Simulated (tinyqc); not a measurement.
Pariser-Parr-Pople SCF with singles CI, for the molecule O=Cc1ccc2c(c1)C=C2 (SMILES; centres numbered as the heavy atoms are written), step by step. One step of it, computed by the program tinyqc.

Task: Iteration 2: Fock matrix. F_rr = H_rr + P_rr gamma_rr / 2 + sum_(s != r) P_ss gamma_rs; F_rs = H_rs - P_rs gamma_rs / 2; E = tr P (H + F) / 2 + core repulsion sum_(r<s) z_r z_s gamma_rs.

P after iteration 1, lower triangle:
```
            1O         2C         3C         4C         5C        6C         7C         8C
1O    1.361715
2C    0.861652   0.723873
3C   -0.042923   0.384944   1.009954
4C   -0.257125   0.110491   0.683692   0.952803
5C    0.013394  -0.045249  -0.003541   0.577726   1.001314
6C    0.173598  -0.082889  -0.321144   0.036454   0.733657  0.971465
7C    0.010469  -0.063115  -0.002930  -0.320419   0.001110  0.529125   1.000949
8C   -0.140237   0.059874   0.511250  -0.025136  -0.199787  0.019224   0.761069   0.986487
9C   -0.092575   0.046244   0.133797  -0.020799  -0.292953  0.016464   0.184466  -0.010853
10C  -0.010021   0.047898   0.002968   0.114833  -0.001148  0.197104  -0.000991  -0.308106

           9C       10C
9C   0.990396
10C  0.922294  1.001045
```

core matrix H (eV), lower triangle:
```
             1O          2C          3C          4C          5C          6C          7C          8C
1O   -53.223298
2C    -2.510000  -53.225253
3C     0.000000   -2.390000  -61.315611
4C     0.000000    0.000000   -2.390000  -58.378717
5C     0.000000    0.000000    0.000000   -2.390000  -57.211642
6C     0.000000    0.000000    0.000000    0.000000   -2.390000  -61.118228
7C     0.000000    0.000000    0.000000    0.000000    0.000000   -2.390000  -61.621961
8C     0.000000    0.000000   -2.390000    0.000000    0.000000    0.000000   -2.390000  -59.191549
9C     0.000000    0.000000    0.000000    0.000000    0.000000    0.000000   -2.390000    0.000000
10C    0.000000    0.000000    0.000000    0.000000    0.000000   -2.390000    0.000000    0.000000

             9C         10C
9C   -53.115427
10C   -2.390000  -52.884480
```

repulsion gamma_rs (eV), lower triangle:
```
            1O         2C         3C         4C         5C         6C         7C         8C
1O   15.200000
2C    8.102904  11.130000
3C    5.413684   7.555292  11.130000
4C    4.790766   5.239456   7.553924  11.130000
5C    3.317764   3.669885   5.238362   7.552546  11.130000
6C    2.787768   3.276261   4.667221   5.238414   7.553976  11.130000
7C    2.896305   3.670106   5.238414   4.668571   5.239793   7.553924  11.130000
8C    3.728497   5.240067   7.553976   5.239793   4.668522   5.238362   7.552546  11.130000
9C    2.269487   2.744041   3.565858   3.369388   4.008009   6.088377   7.553924   4.802418
10C   2.216123   2.567241   3.368880   3.565858   4.802786   7.553924   6.088377   4.007368

            9C        10C
9C   11.130000
10C   7.553924  11.130000
```

Centres (angstrom, eV; a flat drawing with bonds scaled to 1.40 angstrom):
```
centre          x          y  core charge z          W   gamma_rr
1O       3.583000  -0.173000              1  17.700000  15.200000
2C       2.520000   0.739000              1  11.160000  11.130000
3C       1.200000   0.274000              1  11.160000  11.130000
4C       0.942000  -1.102000              1  11.160000  11.130000
5C      -0.379000  -1.567000              1  11.160000  11.130000
6C      -1.442000  -0.656000              1  11.160000  11.130000
7C      -1.184000   0.720000              1  11.160000  11.130000
8C       0.137000   1.185000              1  11.160000  11.130000
9C      -2.560000   0.978000              1  11.160000  11.130000
10C     -2.818000  -0.398000              1  11.160000  11.130000
```

Give: F; pi energy.

Result:

F (eV), lower triangle:
```
         1O      2C      3C      4C      5C      6C      7C      8C
1O   -9.903
2C   -6.001  -4.552
3C    0.116  -3.844  -6.278
4C    0.616  -0.289  -4.972  -5.731
5C   -0.022   0.083   0.009  -4.572  -6.012
6C   -0.242   0.136   0.749  -0.095  -5.161  -5.955
7C   -0.015   0.116   0.008   0.748  -0.003  -4.388  -6.101
8C    0.261  -0.157  -4.321   0.066   0.466  -0.050  -5.264  -6.119
9C    0.105  -0.063  -0.239   0.035   0.587  -0.050  -3.087   0.026
10C   0.011  -0.061  -0.005  -0.205   0.003  -3.134   0.003   0.617

         9C     10C
9C   -5.927
10C  -5.873  -5.961
```

pi energy = -139.239 eV
